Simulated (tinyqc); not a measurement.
# One-dimensional ballistic tunnel FET, two-band WKB: two studies

A p-type source for x < 0 with its Fermi level at 0 and its valence edge at ds; in the channel the bands fall as D exp(-x/lam) towards their flat values, with the conduction edge at Ec = ds - dP and D = dP + Eg. The gate moves dP one to one. The drain Fermi level lies at -Vd and the drain side reflects nothing. For w = E - Ec between 0 and dP an electron crosses the gap. Two-band dispersion with equal masses m: inside the gap kappa = sqrt(m u (1 - u/Eg)/C), u the distance from a band edge, C = hbar^2/(2 m0).

Values chosen for this exercise; band and dielectric values close to those of gallium arsenide: temperature T = 300 K; band gap Eg = 1.4 eV; band-edge mass of the two-band model m = 0.073 m0; screening length of the source junction lam = 2.7 nm; source valence edge above the source Fermi level ds = 0.06 eV; drain bias Vd = 0.3 V; number of degenerate subbands (spin apart) g = 1; tunnelling window Ev(source) - Ec(channel) dP = 0.4 eV.

Constants: q = 1.602176634e-19 C, kB = 1.380649e-23 J/K, hbar = 1.054571817e-34 J s, h = 6.62607015e-34 J s, m0 = 9.1093837015e-31 kg, Vt = kB T/q, hbar^2/(2 m0) = 0.0380998212 eV nm^2. Results are converted to the units shown.

Each table varies one quantity; the others keep the values above.

## Effect of the screening length

S(w) = 2 lam int_0^Eg kappa(u) du/(w + Eg - u) = 2 pi lam sqrt(m/(C Eg)) [w + Eg/2 - sqrt(w (w + Eg))], T(w) = exp(-S). I = g (2 q^2/h) int_0^dP T(w) [f(E) - f(E + Vd)] dw, E = ds - dP + w, f(x) = 1/(1 + exp(x/Vt)). Swing = d(dP)/d(log10 I).

Result of one run:
```
lam (nm)  T(w = dP)    I (uA)  swing (mV/decade)
10         9.383e-9  9.423e-9              87.09
```

What becomes of these results when the screening length of the source junction lam is changed from 10 to 7.4 nm, all else the same?

Result of the changed run:
```
lam (nm)  T(w = dP)    I (uA)  swing (mV/decade)
7.4        1.147e-6  1.811e-6              111.7
```

The whole series:
```
lam (nm)  T(w = dP)    I (uA)  swing (mV/decade)
1            0.1575     1.863              502.1
2.3         0.01424   0.09135              273.8
3.6        0.001288  0.005199              196.5
4.9        1.165e-4  3.236e-4              155.2
6.1        1.268e-5  2.631e-5              130.5
7.4        1.147e-6  1.811e-6              111.7
8.7        1.037e-7  1.289e-7              97.80
10         9.383e-9  9.423e-9              87.09
```

I falls from 1.86 to 9.42e-9 uA, on average 0.922 decades a nanometre; S is proportional to lam, and at w = dP it gives 0.803. The swing falls from 502 to 87.1 mV/decade. In 1 of the 8 rows S at w = dP is below 2, where a WKB prefactor of 1 is a rough guess.

## Output curve

Same model as above.

Output curve:
```
Vd (V)    I (uA)
0.02    0.006114
0.09     0.02282
0.16     0.03201
0.24     0.03637
0.31     0.03743
0.38     0.03761
0.45     0.03762
0.53     0.03763
0.6      0.03763
```

Read the table: what changes, and by how much?

I rises from 0.00611 to 0.0376 uA; it reaches 95 % of the last value at Vd = 0.24 V among the rows. The drain Fermi level passes the channel conduction edge at Vd = dP - ds = 0.340 V, after which the back flow dies out. The window dP is held fixed.

Computed by the program tinyqc: `OMP_NUM_THREADS=1 python tinyqc.py 2620010 2620011 out.jsonl`, one thread of a shared Intel Xeon 2.30GHz, about 0.01 s for the whole run.
